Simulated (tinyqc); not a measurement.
Inside a calculation. Model: bandgap voltage reference from two bipolar transistors.

Program tinyqc, `OMP_NUM_THREADS=1 python tinyqc.py 2062185 2062186 out.jsonl`; Intel Xeon 2.30GHz, shared host, one thread, about 0.02 s. Printed values are rounded.

Two transistors of area 1 and N carry the same current I. Is(T) = Is (T/T0)^eta exp[(Vg0 q/kB)(1/T0 - 1/T)], VBE1 = Vt ln(I/Is(T)) + I rb, VBE2 = Vt ln(I/(N Is(T))) + I rb/N. The amplifier forces I R1(T) = VBE1 - VBE2 + Vos, with R(T) = R (1 + tc (T - T0)) for both resistors, and the output is Vref = VBE1 + I R2(T). Base currents and the Early effect are neglected.

Parameters, values chosen for the exercise; values of the order met in silicon bipolar transistors:
- T0 = 300 K (reference temperature)
- Vg0 = 1.192 V (band-gap voltage extrapolated to 0 K)
- eta = 3.2 (temperature exponent of the saturation current)
- Is = 9.1e-18 A (saturation current of the unit transistor at T0)
- N = 8 (area ratio of the second transistor)
- R1 = 5.9 kohm (resistor across which the difference of VBE falls, at T0)
- tc = 1200 ppm/K (temperature coefficient of both resistors)
- Vos = 0 mV (offset of the amplifier)
- rb = 13 ohm (series resistance of the unit transistor)
- R2 = 61.39 kohm (output resistor at T0)
- T = 253 K (temperature)

Constants: q = 1.602176634e-19 C, kB = 1.380649e-23 J/K. Results are converted to the units shown.

## Operating point at the reference temperature

Vt = kB T/q; I = (Vt ln N + Vos)/(R1(T) - rb (1 - 1/N)). Evaluate at T = T0.

Vt = 0.0258520 V
I = 9.12908 uA
Is(T) = 9.1e-18 A
VBE1 = 0.714518 V
I R2 = 0.560434 V
Vref = 1.27495 V

## Operating point at another temperature

Vt = kB T/q; I = (Vt ln N + Vos)/(R1(T) - rb (1 - 1/N)).

Vt = 0.0218019 V
I = 8.15997 uA
Is(T) = 1.00515e-21 A
VBE1 = 0.798771 V
I R2 = 0.472687 V
Vref = 1.27146 V

From T0 to T, VBE1 changes by 84.3 mV and I R2 by -87.7 mV, which leaves -3.49 mV in Vref.

## Resistor for zero slope at T0, ideal case

With tc = 0, Vos = 0 and rb = 0 the current is proportional to T, dVBE/dT = (VBE - Vg0 - (eta - 1) Vt)/T, and Vref has zero slope at T0 when Vref = Vg0 + (eta - 1) Vt0. Find VBE1, its slope, that Vref, R2/R1 and the curvature d2Vref/dT2 = -(eta - 1) kB/(q T0).

VBE1 = 0.714350 V
dVBE/dT = -1.78175 mV/K
Vref = 1.24887 V
R2/R1 = 9.94322
curvature = -0.631938 uV/K^2
